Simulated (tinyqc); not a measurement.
Worked calculation: Hartree-Fock atom on a uniform radial grid, spin-unpolarised, for He. Computed by tinyqc, a small Python program that keeps every step. Settings: Z = 2, points = 192, R = 7.0, functional = hf2, mixing = 0.4, iteration cap = 60. Command: `OMP_NUM_THREADS=1 python tinyqc.py 28692 28693 out.jsonl` (the two numbers bound the seeds that draw the settings). One thread of a shared host (Intel(R) Xeon(R) Processor @ 2.60GHz), about 0.2 s of CPU time with the checks. Later iterations appear only in the table of the cycle.

## Iteration 1

Spherical atom on a uniform radial grid r_j = j h with h = R/(N + 1), h sum u^2 = 1 and integrals as h times sums, u(0) = u(R) = 0 (atomic units):
```
parameter           value
Z                       2
points N              192
R                7.000000
h                0.036269
mixing           0.400000
electrons in 1s         2
```

Three-point differences turn -u''/2 + [l(l+1)/2r^2 - Z/r + V] u = e u into a tridiagonal matrix (diagonal 1/h^2 + potential, off-diagonal -1/2h^2). D = sum f u^2; the Hartree potential y/r solves y'' = -D/r with y(0) = 0, y(R) = N_e; for two electrons in one orbital exchange is -V_H/2 (Hartree-Fock); E = sum f e - int D V + int D (V_H/2 + eps_xc); V(new) = V + mixing (V_H + v_xc - V).

eigenvalues (hartree): 1s -1.99738

Every 12th grid point:
```
r           V in     u(1s)         D      V_H      v_xc
0.43523  0.00000   1.03043   2.12358  3.08755  -1.54377
0.87047  0.00000   0.86366   1.49181  2.10370  -1.05185
1.30570  0.00000   0.54291   0.58949  1.50184  -0.75092
1.74093  0.00000   0.30336   0.18405  1.14392  -0.57196
2.17617  0.00000   0.15891   0.05051  0.91823  -0.45911
2.61140  0.00000   0.07992   0.01277  0.76573  -0.38287
3.04663  0.00000   0.03907   0.00305  0.65644  -0.32822
3.48187  0.00000   0.01871   0.00070  0.57440  -0.28720
3.91710  0.00000   0.00882   0.00016  0.51058  -0.25529
4.35233  0.00000   0.00411  3.37e-05  0.45952  -0.22976
4.78756  0.00000   0.00189  7.17e-06  0.41775  -0.20887
5.22280  0.00000   0.00086  1.49e-06  0.38294  -0.19147
5.65803  0.00000   0.00039  3.04e-07  0.35348  -0.17674
6.09326  0.00000   0.00017  5.85e-08  0.32823  -0.16412
6.52850  0.00000   0.00007  8.62e-09  0.30635  -0.15317
6.96373  0.00000  4.47e-06  3.99e-11  0.28720  -0.14360
```

total energy = -2.7454105 hartree

## Iteration 2

As before.

eigenvalues (hartree): 1s -1.50733

Every 12th grid point:
```
r           V in     u(1s)         D      V_H      v_xc
0.43523  0.61751   0.97648   1.90704  2.93335  -1.46667
0.87047  0.42074   0.86598   1.49986  2.05052  -1.02526
1.30570  0.30037   0.58786   0.69115  1.48657  -0.74328
1.74093  0.22878   0.35865   0.25726  1.13993  -0.56996
2.17617  0.18365   0.20644   0.08524  0.91724  -0.45862
2.61140  0.15315   0.11453   0.02623  0.76550  -0.38275
3.04663  0.13129   0.06194   0.00767  0.65638  -0.32819
3.48187  0.11488   0.03287   0.00216  0.57439  -0.28719
3.91710  0.10212   0.01720   0.00059  0.51058  -0.25529
4.35233  0.09190   0.00890   0.00016  0.45952  -0.22976
4.78756  0.08355   0.00456  4.15e-05  0.41775  -0.20887
5.22280  0.07659   0.00231  1.07e-05  0.38294  -0.19147
5.65803  0.07070   0.00116  2.67e-06  0.35348  -0.17674
6.09326  0.06565   0.00056  6.20e-07  0.32823  -0.16412
6.52850  0.06127   0.00023  1.05e-07  0.30635  -0.15317
6.96373  0.05744  1.61e-05  5.19e-10  0.28720  -0.14360
```

total energy = -2.8213656 hartree

## Convergence

Stop when input and output potentials agree to 1e-7.

Course of the cycle (hartree):
```
iteration           E     e(1s)  largest |V(out) - V(in)|
1          -2.7454105  -1.99738                  1.99e+00
2          -2.8213656  -1.50733                  1.06e+00
3          -2.8468616  -1.24153                  5.54e-01
4          -2.8544828  -1.09659                  2.87e-01
5          -2.8565775  -1.01703                  1.48e-01
6          -2.8571241  -0.97303                  7.66e-02
7          -2.8572632  -0.94850                  3.99e-02
8          -2.8572983  -0.93471                  2.17e-02
9          -2.8573072  -0.92689                  1.22e-02
10         -2.8573096  -0.92243                  6.98e-03
11         -2.8573102  -0.91986                  4.04e-03
...               ...       ...                       ...
22         -2.8573104  -0.91629                  1.25e-05
23         -2.8573104  -0.91629                  7.45e-06
24         -2.8573104  -0.91629                  4.44e-06
25         -2.8573104  -0.91629                  2.65e-06
26         -2.8573104  -0.91629                  1.58e-06
27         -2.8573104  -0.91628                  9.41e-07
28         -2.8573104  -0.91628                  5.61e-07
29         -2.8573104  -0.91628                  3.35e-07
30         -2.8573104  -0.91628                  2.00e-07
31         -2.8573104  -0.91628                  1.19e-07
32         -2.8573104  -0.91628                  7.12e-08
```

Converged in 32 iterations. A uniform grid resolves the cusp poorly: for a bare nucleus this grid gives 1s at -1.99738 against -Z^2/2 = -2 hartree. Before convergence this energy mixes input and output and is not variational, so it may rise towards its limit.
